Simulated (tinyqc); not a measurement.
Metal gate on a two-layer dielectric stack with fixed charge and a dipole: threshold against doping.

Gate, layer 2, layer 1, p-type semiconductor; x runs from the gate inwards. Charges are counted in units of +q. psi is the band bending at the surface, positive towards inversion. Classical charge, Boltzmann statistics, no interface traps.

EOT = 3.9 (t1/e1 + t2/e2), Cox = eps0/(t1/e1 + t2/e2); phi_ms = pM - (chi + Eg - Vt ln(Nv/Na)). Vfb = phi_ms + Vd - (q/eps0) [Q1 (t1/e1 + t2/e2) + Q2 t2/e2 + r1 (t1^2/(2 e1) + t1 t2/e2) + r2 t2^2/(2 e2)]: each charge counts with its electrical distance from the gate. ni = sqrt(Nc Nv) exp(-Eg/(2 Vt)), Eg in volts, pB = Vt ln(Na/ni), Vth = Vfb + 2 pB + sqrt(4 q eps0 eps_r Na pB)/Cox.

Inputs (values chosen for the exercise); band and dielectric values close to those of silicon, layer 1 close to silicon dioxide, layer 2 close to zirconium oxide: temperature T = 350 K; band gap Eg = 1.11 eV; relative permittivity eps_r = 11.8; conduction-band density of states at T Nc = 3.52e19 cm^-3; valence-band density of states at T Nv = 3.31e19 cm^-3; electron affinity chi = 4.05 eV; work function of the gate metal pM = 4.88 eV; thickness of layer 1, next to the semiconductor t1 = 0.7 nm; relative permittivity of layer 1 e1 = 4.01; thickness of layer 2, next to the gate t2 = 2.2 nm; relative permittivity of layer 2 e2 = 25.6; fixed charge at the semiconductor interface Q1 = 4e11 cm^-2; fixed charge between the layers Q2 = -2.8e12 cm^-2; uniform charge density in layer 1 r1 = -7.2e18 cm^-3; uniform charge density in layer 2 r2 = 0 cm^-3; flat-band shift by a dipole layer between the layers Vd = 0 V.

Constants: q = 1.602176634e-19 C, kB = 1.380649e-23 J/K, Vt = kB T/q, eps0 = 8.8541878128e-14 F/cm where lengths are in cm. Results are converted to the units shown.

Threshold against doping:
```
Na (cm^-3),phi_ms (V),2 pB (V),Qd/Cox (V),Vth (V)
1e15,0.03389,0.4804,0.003731,0.5585
2.8e15,0.002837,0.5425,0.006635,0.5924
7.5e15,-0.02688,0.6019,0.01144,0.6269
2e16,-0.05646,0.6611,0.01957,0.6647
5.3e16,-0.08586,0.7199,0.03325,0.7077
1.4e17,-0.1152,0.7784,0.05620,0.7600
3.8e17,-0.1453,0.8387,0.09610,0.8300
1e18,-0.1745,0.8970,0.1612,0.9243
2.7e18,-0.2044,0.9570,0.2736,1.067
```

What does the table show?

Vth rises from 0.558 to 1.07 V. Of the change, phi_ms + 2 pB gives 238 mV (Vt ln 10 a decade) and the depletion charge 270 mV, growing as Na^(0.54).

Numbers from tinyqc (`OMP_NUM_THREADS=1 python tinyqc.py 2010020 2010021 out.jsonl`; about 0.01 s on one thread of a shared Intel Xeon 2.30GHz).
